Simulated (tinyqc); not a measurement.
Ways to converge the cycle: SCF convergence aids in the sto-3g basis, for H3, spin multiplicity 2. Computed by the program tinyqc with PySCF. 

Geometry (angstrom):
```
atom       x       y       z
H     0.0000  0.0000  0.0000
H     0.0000  0.0000  1.4070
H     0.0000  1.2180  0.7030
```

lowest solution found by these runs and by PySCF with stability checks = -1.389388 hartree

UHF with one setting changed at a time; a run stops when the energy changes by less than 1e-09 hartree and the error matrix is below 1e-5. The start is the core Hamiltonian. Damping d keeps d of the old density; a shift (hartree) raises the virtual levels; DIIS n extrapolates F over n matrices.

Largest element of the error matrix X^T (FDS - SDF) X:
```
iteration    plain  damping 0.3  damping 0.6  shift 0.4   DIIS 3   DIIS 8
1          8.6e-02      8.6e-02      8.6e-02    8.6e-02  8.6e-02  8.6e-02
2          3.8e-02      5.2e-02      6.7e-02    5.4e-02  3.8e-02  3.8e-02
3          2.0e-02      3.4e-02      5.3e-02    3.5e-02  2.2e-02  2.2e-02
4          2.4e-02      2.3e-02      4.2e-02    2.4e-02  2.5e-02  2.5e-02
5          2.9e-02      2.4e-02      3.4e-02    2.2e-02  7.7e-03  7.6e-03
6          3.3e-02      2.7e-02      2.8e-02    2.5e-02  4.0e-03  4.4e-03
8          3.2e-02      3.3e-02      2.4e-02    3.1e-02  6.3e-04  8.1e-05
10         2.1e-02      3.4e-02      2.8e-02    3.4e-02  7.9e-06  5.1e-06
14         4.1e-03      2.0e-02      3.4e-02    2.8e-02        -        -
20         2.1e-04      4.0e-03      2.8e-02    8.4e-03        -        -
30               -      1.6e-04      8.4e-03    5.1e-04        -        -
45               -            -      7.2e-04          -        -        -
60               -            -      5.4e-05          -        -        -
```

How each run ends:
```
run          iterations  E (hartree)                                                        state
plain                27    -1.389388                                                 lowest found
damping 0.3          39    -1.389388                                                 lowest found
damping 0.6         >60    -1.389387  falls steadily but slowly, by a factor of about 0.84 a step
shift 0.4            44    -1.389388                                                 lowest found
DIIS 3               11    -1.344954                                                       higher
DIIS 8               11    -1.344954                                                       higher
```

3 of 6 runs reach the lowest solution found, in 27 to 44 iterations (fastest: plain). Ending on a higher stationary point: DIIS 3, DIIS 8; a small error matrix cannot reveal that, and an occupation fixed by the start is kept by symmetry or by the shape of the basin. Not converged: damping 0.6. Plain steps already contract here, so damping only slows them. DIIS minimises the error, not the energy, so it can stall or settle near a saddle, and its small system turns near-singular when few rotations are active.
